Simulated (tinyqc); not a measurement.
X-ray reflectivity of a thin film on silicon: critical angles, Parratt recursion, fringes and roughness: one step, computed by the program tinyqc.

n = 1 - delta + i beta; the classical electron radius is r_e = 2.8179403e-6 nm. Layer 0 is vacuum, 1 the film, 2 the substrate.

Question. Reflectivity at one angle. k_j = (2 pi/lambda) sqrt(sin^2 theta - 2 delta_j + 2 i beta_j); r_ij = (k_i - k_j)/(k_i + k_j) x exp(-2 k_i k_j sigma^2) (Nevot-Croce); r = (r_01 + r_12 p)/(1 + r_01 r_12 p), p = exp(2 i k_1 d); R = |r|^2.

Inputs (values chosen for the exercise, modelled on ruthenium on silicon, copper K-alpha radiation):
```
quantity,value,unit
wavelength lambda,0.15406,nm
film thickness d,14.9,nm
roughness of the surface sigma_1,1.1,nm
roughness of the interface sigma_2,0.22,nm
grazing angle theta,1.19,degrees
```

Constants:
```
layer,rho_e (1/nm^3),delta,beta,critical angle (degrees),q_c (1/nm)
film,3050.877,3.247554e-05,2.662994e-06,0.4617595,0.6573750
substrate,711.402,7.572626e-06,1.741704e-07,0.2229774,0.3174375
```

Give: k_0, k_1, k_2; 1000 r_01; 1000 r_12; p; reflectivity R; q = 4 pi sin(theta)/lambda.

Answer.

k_0, k_1, k_2 (1/nm): [0.8470, 0.7806+0.0057i, 0.8320+0.0003i]

1000 r_01 = 8.218-0.828i

1000 r_12 = -29.89+3.23i

p = -0.2485-0.8070i

reflectivity R = 8.388e-04

q = 4 pi sin(theta)/lambda = 1.694 1/nm
